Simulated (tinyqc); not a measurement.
Worked calculation: conduction-band anticrossing with a localised impurity level. Values are carried at full precision from step to step, so a last printed digit may differ when a step is redone from the rounded ones.

Host conduction band EM(k) = Eg - al x + c k^2/mM, c = hbar^2/2m0, coupled to a flat level EI by V = C sqrt(x): H = [[EM, V], [V, EI]], E+/- = (EM + EI)/2 +/- sqrt((EM - EI)^2/4 + V^2). The host weight of a state at E is f = 1/(1 + V^2/(E - EI)^2), and its mass at k = 0 is mM/f. The gap is E-(0), the valence top staying at 0.

Constants: hbar^2/2m0 = 3.80998211 eV angstrom^2.

Inputs chosen for the exercise (host near InP; the results hold for these values, not for the real material):
- Eg = 1.405 eV (gap at Gamma to the s-like level)
- mM = 0.0788 m0 (mass of the host band)
- EI = 1.601 eV (impurity level, from the valence top of the host)
- C = 2.25 eV (coupling)
- al = 1.79 eV (linear shift of the host edge)
- x = 0.059 (impurity fraction)
- k = 0.018 1/angstrom (wave vector)

## The two levels at k = 0

Give EM, V, both levels, their host weights, the gap and the mass of the band at the gap.

EM(0) = 1.2994 eV
V = 0.5465 eV

E-, E+ (eV): 0.8832  2.0171

host weights: 0.6330  0.3670

gap = 0.8832 eV
mass of E- = 0.1245 m0

The gap is 522 meV below that of the host, 88 meV per 1 % of impurity. V/|EM - EI| = 1.81; second-order perturbation theory would shift the host level by V^2/(EM - EI) = -990 meV, the exact shift is -416 meV.

## The levels at one k

Fill in the matrix and give levels and weights.

H (eV):
```
            host  impurity
host      1.3151    0.5465
impurity  0.5465    1.6010
```

E-, E+ (eV): 0.8931  2.0229

host weights: 0.6265  0.3735

## Dispersion

Seven points from k = 0 to 0.12 1/angstrom.

Levels (eV):

| k (1/angstrom) | EM | E- | E+ | host weight of E- |
|---|---|---|---|---|
| 0.000 | 1.2994 | 0.8832 | 2.0171 | 0.633 |
| 0.020 | 1.3187 | 0.8954 | 2.0243 | 0.625 |
| 0.040 | 1.3768 | 0.9310 | 2.0468 | 0.600 |
| 0.060 | 1.4735 | 0.9870 | 2.0875 | 0.558 |
| 0.080 | 1.6088 | 1.0584 | 2.1515 | 0.496 |
| 0.100 | 1.7829 | 1.1379 | 2.2460 | 0.418 |
| 0.120 | 1.9956 | 1.2173 | 2.3794 | 0.330 |

E- flattens towards EI = 1.601 eV, which it cannot cross: its width is bounded by 0.718 eV, of which 47 % is used up at the last point. The unmixed host band crosses EI at k = 0.0790 1/angstrom, where the splitting is smallest, 2V = 1.093 eV.

## Checks

- Closed form against diagonalisation: they agree to 1e-10 or better.
- Mass mM/f against the curvature of the band: both 0.1245.

tinyqc: `OMP_NUM_THREADS=1 python tinyqc.py 1050753 1050754 out.jsonl`; about 0.01 s, one thread, shared Intel(R) Xeon(R) Processor @ 2.30GHz.
